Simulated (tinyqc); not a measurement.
Inside a calculation. Method: extended Hueckel theory, for H4. One step of it, computed by the program tinyqc.

Task: Wolfsberg-Helmholz matrix. H_ij = K' S_ij (H_ii + H_jj)/2 for i != j (the diagonal keeps H_ii), with K' = 1.5.

overlap S:
```
          1H 1s     2H 1s     3H 1s     4H 1s
1H 1s  1.000000  0.473541  0.128774  0.021878
2H 1s  0.473541  1.000000  0.547818  0.128774
3H 1s  0.128774  0.547818  1.000000  0.473541
4H 1s  0.021878  0.128774  0.473541  1.000000
```

diagonal H_ii (eV): 1H 1s -13.600000, 2H 1s -13.600000, 3H 1s -13.600000, 4H 1s -13.600000

K = 1.500000

Give: H.

Result:

H (eV):
```
         1H 1s    2H 1s    3H 1s    4H 1s
1H 1s  -13.600   -9.660   -2.627   -0.446
2H 1s   -9.660  -13.600  -11.175   -2.627
3H 1s   -2.627  -11.175  -13.600   -9.660
4H 1s   -0.446   -2.627   -9.660  -13.600
```
